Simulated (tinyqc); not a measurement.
# Decay of LO phonons and the hot-phonon bottleneck in the cooling of electrons, step by step

A worked calculation. Computed by tinyqc, a small Python program that keeps every step. Command: `OMP_NUM_THREADS=1 python tinyqc.py 3005573 3005574 out.jsonl hotphonon walk`. One thread of a shared host (Intel(R) Xeon(R) Processor @ 2.30GHz), about 0.01 s of CPU time with the checks. Intermediate numbers are printed to about 5 digits and carried at full precision; extremes and crossings named in words are read from the listed rows.

n(E, T) = 1/(exp(E/(k_B T)) - 1) is the Bose occupation. Electrons have a temperature T_e; the LO modes within their reach share one occupation N; the decay products stay at the lattice temperature.

Inputs (values chosen for the exercise, modelled on zinc oxide):
```
quantity                                             value    unit
LO energy hbar omega                                  71.9     meV
lifetime at T = 0, tau_0                               1.9      ps
share f of the energy in the softer product           0.25       -
lattice temperature T                                  500       K
electron mass m*                                     0.267     m_0
eps_inf                                               3.79       -
static dielectric constant eps_s                      8.17       -
electron density n                                 8.8e+17  1/cm^3
density of LO modes that the electrons reach, N_m    6e+18  1/cm^3
power supplied per electron P                         0.56      nW
step factor                                           0.02       -
```

Decay channel: two unequal phonons (Ridley).

Constants: k_B = 8.617333262e-05 eV/K; c = 299792458 m/s; e^2/(4 pi eps_0) = 14.39964548 eV angstrom; hbar^2/(2 m_0) = 3.80998212 eV angstrom^2; hbar = 6.582119569e-16 eV s; e = 1.602176634e-19 C.

## Lifetime and Raman width

Decay rate 1/tau = (1/tau_0) [1 + n(f hbar omega) + n((1 - f) hbar omega)]. Full width Gamma = 1/(2 pi c tau) in 1/cm, c in cm/s.

thermal factor tau_0/tau = 3.3324

phonon lifetime tau = 0.57016 ps

Raman width Gamma = 9.3111 1/cm

equilibrium LO occupation N_0 = 0.23227

Stimulated decay shortens the lifetime by 70 %.

## Spontaneous emission time

Froehlich coupling alpha = (e^2/(4 pi eps_0)) (1/eps_inf - 1/eps_s) k_0/(2 hbar omega), k_0 = sqrt(m* hbar omega/(hbar^2/(2 m_0))); emission time tau_sp = hbar/(2 alpha hbar omega); bottleneck ratio r = (n/N_m) tau/tau_sp.

alpha = 1.0055

emission time tau_sp = 4.5524 fs

bottleneck ratio r = 18.369

r compares the rate at which electrons exchange quanta with a mode to its decay rate. Exchange outruns decay, so a hot population builds up if the power is high enough. Caution: alpha is above 1/2, so hbar/tau_sp exceeds hbar omega and the emission time, a weak-coupling result, is only rough.

## Electron and phonon temperatures in closed form

Net emission per electron: [(N + 1) x - N]/tau_sp with x = exp(-hbar omega/(k_B T_e)), a simple two-level balance; steady state of the modes: n [(N + 1) x - N]/tau_sp = N_m (N - N_0)/tau; power per electron P = hbar omega [(N + 1) x - N]/tau_sp. With p = P tau_sp/(hbar omega): N = N_0 + r p and x = (p + N)/(N + 1); without hot phonons N = N_0. The mode temperature T_LO solves n(hbar omega, T_LO) = N.

reduced power p = 2.2131e-04

LO occupation N = 0.23633

electron temperature T_e = 504.53 K

T_e without hot phonons = 500.29 K

mode temperature T_LO = 504.25 K

Hot phonons raise T_e by 4 K. T_LO lies close to T_e: electrons and LO modes form one hot system, cooled only by the decay.

## The same balance by iteration

Eliminating N gives P(T_e) = (hbar omega/tau_sp) [(N_0 + 1) x - N_0]/[1 + r (1 - x)]. Newton steps on ln P against ln T_e, times the step factor, each limited to 0.7 in ln T_e and to keeping a fifth of T_e - T; start at 1.5 T; stop when |ln(P/P(T_e))| < 1e-9 or after 40 steps.

Iterations:
```
step  T_e (K)  P(T_e) (nW)  ln(P/P(T_e))
0      750.00       32.807       -4.0705
1      730.63       30.176       -3.9868
2      713.11       27.802       -3.9049
3      697.23       25.659       -3.8247
4      682.81       23.720       -3.7461
5      669.70       21.963       -3.6692
6      657.77       20.368       -3.5938
7      646.88       18.919       -3.5200
8      636.94       17.599       -3.4477
...       ...          ...           ...
31     538.15        4.770       -2.1422
32     536.54        4.566       -2.0985
33     535.02        4.375       -2.0557
34     533.60        4.195       -2.0138
35     532.27        4.027       -1.9727
36     531.01        3.868       -1.9325
37     529.82        3.719       -1.8932
38     528.71        3.578       -1.8546
39     527.65        3.446       -1.8169
```

converged (1 yes, 0 no) = 0

T_e from the iteration = 526.66 K

Not converged: the residual falls at every step, but slowly, by a factor of about 0.980 a step. Near the root each step multiplies the error by 1 - (step factor) = 0.98.

Reruns converge with step factor = 1.0; or with step factor = 0.7.
